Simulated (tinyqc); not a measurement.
Inside a calculation. Model: admittance spectroscopy of a deep trap.

Numbers from tinyqc (`OMP_NUM_THREADS=1 python tinyqc.py 2050165 2050166 out.jsonl`; about 0.01 s on one thread of a shared Intel Xeon 2.30GHz). Printed values are rounded.

Schottky contact on an n-type layer with shallow donors Nd (all ionised) and a donor-like deep trap, neutral when filled and positive when empty; depletion approximation. Traps within lam of the depletion edge stay filled. The traps at xt = W - lam, where the level crosses the Fermi level, follow a slow signal and not a fast one. w = 2 pi f.

Values chosen for this exercise; material values close to those of germanium:
- eps_r = 15.8 (relative permittivity)
- Nc = 1.03e19 cm^-3 (conduction-band density of states at 300 K)
- vth = 3.3e7 cm/s (thermal velocity at 300 K)
- Nd = 1.3e15 cm^-3 (shallow donor density)
- Vbi = 0.39 V (built-in voltage)
- Et = 0.26 eV (depth of the trap below the conduction edge)
- sn = 5e-15 cm^2 (capture cross-section)
- Nt = 7.2e13 cm^-3 (trap density)
- Vr = 0 V (reverse bias)
- f = 1900 Hz (signal frequency)
- T = 164 K (temperature)

Constants: q = 1.602176634e-19 C, kB = 1.380649e-23 J/K, eps0 = 8.8541878128e-14 F/cm where lengths are in cm. Results are converted to the units shown.

## Widths and limiting capacitances

lam = sqrt(2 eps0 eps_r (EF - ET)/(q Nd)), EF - ET = Et - (kB T/q) ln(Nc(T)/Nd), Nc(T) = Nc (T/300 K)^1.5. In the steady state at the band bending V, 2 eps0 eps_r V/q = Nd W^2 + Nt (W - lam)^2 (the second term only if W > lam). V = Vbi + Vr. C_HF = eps0 eps_r/W, C_LF = eps0 eps_r (Nd + Nt)/(Nd W + Nt xt).

lam = 442.752 nm
W = 720.843 nm
xt = 278.092 nm
C_HF = 19.4073 nF/cm^2
C_LF = 20.0537 nF/cm^2

The step is 3.33 % of C_HF.

## Admittance at the signal frequency

Emission rate en = sn vth(T) Nc(T) exp(-Et/kB T) = sn g T^2 exp(-Et/kB T), g = vth Nc/(300 K)^2, as vth goes as T^0.5 and Nc as T^1.5 (degeneracy factor 1). Inflection frequency w0 = 2 en [1 + Nt xt/(Nd W)]; C = C_HF + (C_LF - C_HF)/(1 + (w/w0)^2), G/w = (C_LF - C_HF)(w/w0)/(1 + (w/w0)^2).

en = 5198.45 1/s
w0/(2 pi) = 1690.07 Hz
C = 19.6928 nF/cm^2
G/w = 0.320990 nF/cm^2

The signal lies near the inflection, where the loss is largest.
